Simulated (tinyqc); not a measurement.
Conductance against temperature: thermal boundary conductance by the acoustic and diffuse mismatch models. Computed by tinyqc, a small Python program. Command: `OMP_NUM_THREADS=1 python tinyqc.py 3005229 3005230 out.jsonl kapitza walk`. One thread of a shared host (Intel(R) Xeon(R) Processor @ 2.30GHz), about 0.01 s of CPU time with the checks.

Each side has one longitudinal and two transverse Debye branches, omega = v q up to q_D = (6 pi^2 n)^(1/3), with n counting all atoms. Scattering at the interface is elastic. Electrons are left out of G, also for metals. Melting is ignored. G refers to the temperatures of the phonons sent towards the interface. Linear branches over all atoms overstate G at high T, most for crystals with several atoms a cell.

Inputs (values chosen for the exercise, modelled on germanium (side 1) and gold (side 2)): density rho_1 = 5.19 g/cm^3; longitudinal velocity vL_1 = 5330 m/s; transverse velocity vT_1 = 3200 m/s; atom density n_1 = 43.4 1/nm^3; density rho_2 = 19.7 g/cm^3; longitudinal velocity vL_2 = 3450 m/s; transverse velocity vT_2 = 1250 m/s; atom density n_2 = 58.7 1/nm^3.

Structure: film on a substrate.

Constants: hbar = 1.054571817e-34 J s; k_B = 1.380649e-23 J/K.

Method:
- omega_c = v q_D for each branch, given as hbar omega_c/k_B; impedance Z = rho v.
- No mode conversion. t(theta) = 4 Z_1 Z_2 cos(theta_1) cos(theta_2)/N^2, with N = Z_2 cos(theta_1) + Z_1 cos(theta_2) for L (the form for pressure waves) and N = Z_1 cos(theta_1) + Z_2 cos(theta_2) for both T branches (the form for shear waves polarised along the interface); sin(theta_2) = (v_2/v_1) sin(theta_1), and t = 0 beyond the critical angle arcsin(v_1/v_2); the mean over the incoming flux is alpha = 2 int t sin(theta_1) cos(theta_1) d theta_1 (64 Gauss-Legendre points).
- G = (k_B^4 T^3/(8 pi^2 hbar^3)) int W(x) x^4 e^x/(e^x - 1)^2 dx, x = hbar omega/(k_B T). Acoustic mismatch: W = sum over the three branches of alpha(1 to 2)/v_1^2, each up to the lower of its two cut-offs. Diffuse mismatch: W = S_1 S_2/(S_1 + S_2), where S_i sums 1/v^2 over the branches of side i still below their cut-off. Radiation limit: W = min(S_1, S_2). The integral is split at the four cut-offs (64 Gauss-Legendre points a piece, x at most 45).

Branches:
```
branch     v (m/s)  cut-off (K)  Z (1e6 kg/(m^2 s))
L, side 1     5330      557.657             27.6627
T, side 1     3200      334.803             16.6080
L, side 2     3450      399.186             67.9650
T, side 2     1250      144.633             24.6250
```

Transmission:
```
branch  t at normal incidence  largest angle from side 1 (deg)  alpha, 1 to 2  alpha, 2 to 1
L                    0.822380                               90       0.897672       0.376098
T                    0.962196                               90       0.826866       0.126170
```

G (MW/(m^2 K)):
```
T (K)  acoustic mismatch  diffuse mismatch  radiation limit
2               0.015745          0.016079         0.018796
5                0.24602           0.25123          0.29369
10                1.9662            2.0082           2.3477
20                13.884            14.515           17.107
40                55.979            68.115           84.407
80                151.80            208.05           271.85
150               250.11            342.13           455.11
300               304.19            411.98           551.13
600               320.89            433.10           580.22
1000              324.65            437.83           586.74
```

All three follow T^3 at the cold end (exponent 3.00 for the diffuse model) and flatten at high T (exponent 0.02 at the hot end); the lowest cut-off is 145 K. The ratio of diffuse to acoustic goes from 1.02 to 1.35. The plateau is set by the frequencies that both sides share.

Extremes, crossings and ranges named in words are read from the listed rows.
